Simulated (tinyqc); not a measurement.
Surface potential of a MOS transistor: implicit equation and explicit approximations: one step of the calculation.

p-type body, charge-sheet picture, depletion and inversion only, full ionisation (an idealisation for deep acceptors), Boltzmann statistics (rough once Na exp(x - xn) passes about Nc/7). In units of Vt: xg = (Vg - Vfb)/Vt, x = psi/Vt, G = gamma/sqrt(Vt), xn = (2 phiF + Vc)/Vt. The implicit equation is (xg - x)^2 = G^2 [x - 1 + exp(x - xn)] for x above about 3. Cox = eps0 eox/tox.

Question. New x. D = exp(x - xn), f = (xg - x)^2 - G^2 (x - 1 + D), f' = -2 (xg - x) - G^2 (1 + D), x(new) = x - f/f'.

x at the start = 28.12
G = 1.4046371
xn = 21.706195
xg = 57.027918

Wanted: D; f; f'; x after iteration 1.

Answer.

D = 610.21
f = -421.79
f' = -1263.7
x after iteration 1 = 27.786

Numbers from tinyqc (`OMP_NUM_THREADS=1 python tinyqc.py 2122013 2122014 out.jsonl`; about 0.01 s on one thread of a shared Intel Xeon 2.30GHz).
